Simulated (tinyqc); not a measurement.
Three-level Kane dispersion of a narrow-gap semiconductor, step by step. Values are carried at full precision from step to step, so a last printed digit may differ when a step is redone from the rounded ones.

Zero of energy at Gamma8, c = hbar^2/2m0, P^2 = Ep c. The free-electron term and remote bands are left out, so the heavy holes are flat at E = 0 and the other three bands obey E (E - Eg)(E + Dso) = P^2 k^2 (E + 2 Dso/3). The conduction band is the highest root; its edge is Ec = max(Eg, 0).

Constants: hbar^2/2m0 = 3.80998211 eV angstrom^2; hbar = 6.58211957e-16 eV s; e^2/(4 pi eps0) = 14.39964547 eV angstrom; muB = 5.788381798e-05 eV/T.

Inputs chosen for the exercise (near those of grey Sn; the results hold for these values, not for the real material): Eg = -0.39 eV (E(Gamma6) - E(Gamma8)); Dso = 0.79 eV (spin-orbit splitting); Ep = 23.6 eV (Kane energy); k = 0.038 1/angstrom (wave vector); n = 1.4e+16 cm^-3 (electron density); eps = 22.7 (high-frequency dielectric constant); B = 0.7 T (magnetic field).

## The three bands at one k

Expand the equation into E^3 + a2 E^2 + a1 E + a0 = 0 and give its roots; compare with the two-level form (Dso to infinity) E = Eg/2 +/- sqrt(Eg^2/4 + (2/3) P^2 k^2).

P^2 k^2 = 0.129838 eV^2

a2, a1, a0: 1.180000  0.178262  -0.068381

roots (eV): -0.8958  -0.4528  0.1686

two-level form (eV): -0.5480  0.1580

The two-level form misses the highest root by -10.6 meV. The order is inverted: the band that would be the light hole curves upward from Gamma8 and touches the heavy holes, so there is no gap.

## Mass at the edge and limiting velocity

For Eg < 0 the conduction band starts at Gamma8 with m0* = 3 |Eg|/(2 Ep). In the two-level form the velocity tends to v = sqrt(2/3) P/hbar, and |Eg| = 2 m v^2 with m = 3 |Eg|/(2 Ep), as for a relativistic particle. 1 angstrom = 1e-10 m.

m0* = 0.02479 m0
P = 9.4824 eV angstrom
v = 1.176e+06 m/s
k at which the linear part sets in, |Eg|/(2 hbar v) = 0.02519 1/angstrom

## Fermi level and mass at a given density

Degenerate electrons at T = 0: kF = (3 pi^2 n)^(1/3), 1 cm^-3 = 1e-24 angstrom^-3; EF is the highest root at kF. The momentum (cyclotron, optical) mass is m(E) = hbar^2 k/(dE/dk) = c d(k^2)/dE with d(k^2)/dE = k^2 [1/E + 1/(E - Eg) + 1/(E + Dso) - 1/(E + 2 Dso/3)]; the density of states is k d(k^2)/dE/(2 pi^2).

Edge mass m0* = 3 |Eg|/(2 Ep).

Compare EF - Ec with the parabolic value c kF^2/m0*.

kF = 0.00746 1/angstrom
EF - Ec = 0.0084 eV
parabolic value = 0.0085 eV
m(EF) = 0.02559 m0
m(EF)/m0* = 1.032
density of states at EF = 2.537e+18 1/(eV cm^3)

The parabola overstates EF - Ec by a factor of 1.02; (EF - Ec)/|Eg| = 0.02, and the two-level rule 1 + 2 (EF - Ec)/|Eg| = 1.043 estimates the mass ratio.

## Plasma and cyclotron energies

hbar wp = sqrt(8 pi c (e^2/4 pi eps0) n/(eps m)), hbar wc = 2 muB B/m (classical limit), with m = m(EF) and, for comparison, the edge mass; n in angstrom^-3.

hbar wp with m(EF), with m0* (meV): 5.76  5.86

hbar wc with m(EF), with m0* (meV): 3.17  3.27

hbar wc is not small against EF - Ec = 8.4 meV, so fewer than ten Landau levels are filled and the classical value is only a guide.

## Checks

- Roots of the cubic against the 8 x 8 Kane matrix without remote terms: they agree to 1e-10 or better.
- m(E) near the edge against m0*: both 0.02479.

Computed by tinyqc, a small Python program: `OMP_NUM_THREADS=1 python tinyqc.py 1081468 1081469 out.jsonl` (the numbers bound the seed that draws the inputs); one thread of a shared host (Intel(R) Xeon(R) Processor @ 2.30GHz), about 0.01 s for the whole set of steps.
